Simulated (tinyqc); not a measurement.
Floating body of a partially depleted SOI transistor: body voltage and kink: output curve and kink.

Source at 0 V. Channel current Ic = 2 nf K Vt^2 [F(0) - F(Vd)](1 + la Vd), F(V) = ln^2(1 + exp((Vg - VT - nf V)/(2 nf Vt))), VT = VT0 - gb Vb. Saturation voltage Vs = 2 Vt sqrt(F(0)) + 3 Vt, excess Ve = (Vd - Vs + sqrt((Vd - Vs)^2 + 0.0004 V^2))/2, multiplication M1 = Ai Ve exp(-Bl/Ve). Each junction passes D(v) = J1 (exp(v/Vt) - 1) + J2 (exp(v/(2 Vt)) - 1). Bipolar current Ib = bb J1 (exp(Vb/Vt) - 1). The body settles where M1 (Ic + Ib) = D(Vb) + D(Vb - Vd) + Vb/Rb; drain current Id = (1 + M1)(Ic + Ib) - D(Vb - Vd).

Rows with more than one solution for Vb (latch) are left out; dId/dVd by a forward difference over 1e-4 V, swing = 1e-4 V over the change of log10 Id; M1 under 1e-12 is printed as 0.

Parameters, values chosen for the exercise; values of the order met in partially depleted silicon-on-insulator transistors:
```
symbol    value         unit                                                                                            meaning
T           330            K                                                                                        temperature
VT0        0.41            V                                                                     threshold at zero body voltage
gb         0.23                                                                  fall of the threshold per volt of body voltage
nf         1.41                                                                                                    slope factor
K           150  uA/(V^2 um)                                                                              gain factor per width
la         0.08          1/V                                                                   channel-length modulation factor
Ai         3.35          1/V                                                                        impact-ionisation prefactor
Bl          7.6            V                                                                          impact-ionisation voltage
J1      8.8e-11        uA/um                                                      diffusion saturation current of each junction
J2       1.7e-8        uA/um                                                  recombination saturation current of each junction
bb            1                                                 gain of the lateral bipolar transistor on the diffusion current
Rb         4000      kohm um  resistance of a weak body tie to the source (1e9 stands for no tie, and the term is then dropped)
Vg         0.51            V                                                                                       gate voltage
```

Constants: q = 1.602176634e-19 C, kB = 1.380649e-23 J/K, Vt = kB T/q. Results are converted to the units shown.

Result of one run:
```
Vd (V),Vb (V),M1,"Id, floating (uA/um)","Id, grounded (uA/um)",ratio,"dId/dVd, floating (uS/um)","dId/dVd, grounded (uS/um)"
0.84,8.668e-5,2.637e-5,0.8212,0.8210,1.000,0.06587,0.06194
```

What becomes of these results when the drain voltage Vd is changed from 0.84 to 1.32 V, all else the same?

Result of the changed run:
```
Vd (V),Vb (V),M1,"Id, floating (uA/um)","Id, grounded (uA/um)",ratio,"dId/dVd, floating (uS/um)","dId/dVd, grounded (uS/um)"
1.32,0.01831,0.005098,0.9022,0.8549,1.055,0.4328,0.09102
```

The whole series:
```
Vd (V),Vb (V),M1,"Id, floating (uA/um)","Id, grounded (uA/um)",ratio,"dId/dVd, floating (uS/um)","dId/dVd, grounded (uS/um)"
0.68,1.915e-6,5.692e-7,0.8111,0.8111,1.000,0.06169,0.06155
0.84,8.668e-5,2.637e-5,0.8212,0.8210,1.000,0.06587,0.06194
1,9.707e-4,2.912e-4,0.8334,0.8310,1.003,0.09436,0.06453
1.16,0.005196,0.001522,0.8550,0.8419,1.016,0.1915,0.07292
1.32,0.01831,0.005098,0.9022,0.8549,1.055,0.4328,0.09102
1.48,0.05103,0.01278,1.011,0.8717,1.159,1.014,0.1215
1.64,0.1304,0.02597,1.288,0.8945,1.440,2.889,0.1653
1.8,0.4142,0.04179,2.587,0.9253,2.796,22.24,0.2221
```

Vb rises from 1.92e-6 to 0.414 V and the ratio of the currents rises from 1.00 to 2.80. The output conductance with a floating body exceeds the grounded value by the largest factor among the rows, 100, at Vd = 1.8 V, where Vb = 0.414 V and M1 = 0.0418.

Range of the model: The multiplication law is an empirical form chosen for the exercise; self-heating and capacitive coupling to the body are left out, and the linear laws are rough once Vb passes about 0.7 V or M1 about 0.1.

Program tinyqc, `OMP_NUM_THREADS=1 python tinyqc.py 2182121 2182122 out.jsonl`; Intel Xeon 2.30GHz, shared host, one thread, about 0.2 s.
